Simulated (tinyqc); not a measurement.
Thermal stress, cracking, delamination and buckling of a thin film; Griffith cracks and misfitting inclusions: one step, computed by the program tinyqc.

Isotropic linear elasticity; the substrate is much thicker than the film; stress is positive in tension.

Problem. Griffith crack in the substrate. Through crack of length 2a in plane strain: K_Ic = sqrt(2 gamma_s E_s/(1 - nu_s^2)); fracture stress = K_Ic/sqrt(pi a). An edge crack of depth a has K larger by 1.1215.

Inputs (values chosen for the exercise, for a model film):

| quantity | value | unit |
|---|---|---|
| substrate Young's modulus E_s | 160 | GPa |
| substrate Poisson ratio nu_s | 0.23 | - |
| flaw half length a | 16 | micrometre |
| substrate surface energy gamma_s | 1.7 | J/m^2 |

Give: toughness K_Ic; fracture stress, inner crack; fracture stress, edge crack.

Solution.

toughness K_Ic = 0.7579 MPa m^0.5

fracture stress, inner crack = 106.9 MPa

fracture stress, edge crack = 95.32 MPa

The inner crack lowers the strength to 0.7 % of the ideal E_s/10.
